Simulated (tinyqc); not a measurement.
Equal gaps, different models: fitting sp3s* parameters to three gaps by Newton steps.

sp3s* tight binding, nearest neighbours only: anion (a) at 0, cation (c) at a/4 (1,1,1), orbitals s, px, py, pz, s* on each; k in units of 2 pi/a. With phases e_j = exp(i (pi/2) k.n_j) for n = (1,1,1), (1,-1,-1), (-1,1,-1), (-1,-1,1): g0 = (e1+e2+e3+e4)/4, g1 = (e1+e2-e3-e4)/4, g2 = (e1-e2+e3-e4)/4, g3 = (e1-e2-e3+e4)/4. The diagonal holds the levels Esa, Epa, Exa (s*) and Esc, Epc, Exc. Anion-cation block: <sa|sc> = Vss g0; <sa|xc> = Vsapc g1; <xa|sc> = -Vscpa g1; <xa|xc> = Vxx g0; <xa|yc> = <ya|xc> = Vxy g3, <xa|zc> = <za|xc> = Vxy g2, <ya|zc> = <za|yc> = Vxy g1; <s*a|xc> = Vxapc g1; <xa|s*c> = -Vpaxc g1; y and z take g2 and g3 in place of g1; s-s* and s*-s* vanish.

Gaps are level 5 at Gamma, X = (1,0,0) and L = (1/2,1/2,1/2) less level 4 at Gamma; no spin-orbit coupling. Free parameters: Esc, Vxapc and Vpaxc. H is linear in them, so by Hellmann-Feynman J_ij = <u|dH/dp_j|u> for level 5 at point i less the same for level 4 at Gamma. Newton: p(new) = p + J^-1 (target - gaps); stop when all misses are below 1e-7 eV.

Constants: hbar^2/2m0 = 3.80998211 eV angstrom^2.

Values chosen for the exercise (out of a larger set: near a published set for GaAs, fitted to gaps, whose masses and valley positions are rough; not measured data):

| symbol | value | unit | meaning |
|---|---|---|---|
| p | (-8.312, 1.038, -2.642, 3.704, 8.537, 6.693, -6.461, 1.967, 5.104, 4.488, 5.835, 4.849, 4.791) | eV | start, order Esa, Epa, Esc, Epc, Exa, Exc, Vss, Vxx, Vxy, Vsapc, Vscpa, Vxapc, Vpaxc |
| tg | (1.7804, 1.9602, 1.8208) | eV | target gaps at Gamma, X, L |
| a | 5.649 | angstrom | lattice constant |

The same three targets are met with other triples of free parameters (those for which Newton converges within 3 eV of the start). Not fitted: level 5 at K = (3/4,3/4,0) above Ev, the spacing of levels 6 and 5 at X, the depth of level 2 at X below Ev, the valence width at Gamma, and the mass c q^2/(E(q) - E(0)) of level 5 along [100], q = 0.002 (2 pi/a), c = hbar^2/2m0.

Unfitted results:

| free parameters | largest change (eV) | K (eV) | X spacing (eV) | level 2 at X (eV) | valence width (eV) | mass (m0) |
|---|---|---|---|---|---|---|
| start | 0.000 | 2.001 | 0.378 | 7.529 | 12.527 | 0.1202 |
| Vss, Vxapc, Vpaxc | 0.662 | 1.968 | 0.880 | 7.367 | 12.724 | 0.1398 |
| Esc, Vxapc, Vpaxc | 0.279 | 1.963 | 0.633 | 7.343 | 12.445 | 0.1375 |
| Vss, Vsapc, Vpaxc | 1.011 | 1.970 | 1.110 | 7.292 | 12.724 | 0.1425 |
| Esa, Vxapc, Vscpa | 0.637 | 1.961 | 0.548 | 7.662 | 12.087 | 0.1340 |
| Vss, Exa, Exc | 1.671 | 1.968 | 0.973 | 7.462 | 12.724 | 0.1398 |
| Esc, Vsapc, Exc | 0.970 | 1.967 | 0.879 | 7.332 | 12.445 | 0.1401 |

What can be read from this table?

All fitted rows have the same three gaps, yet they spread by 9 meV at K, 563 meV in the X spacing, 370 meV in level 2 at X, 637 meV in the valence width and 6.2 % in the mass. The smallest change of parameters, 0.279 eV, is that of Esc, Vxapc, Vpaxc. A fit fixes what it was given and leaves the rest to the choice of free parameters.

(tinyqc, `OMP_NUM_THREADS=1 python tinyqc.py 1450224 1450225 out.jsonl`, Intel(R) Xeon(R) Processor @ 2.30GHz, 1 thread, shared host, about 0.2 s.)
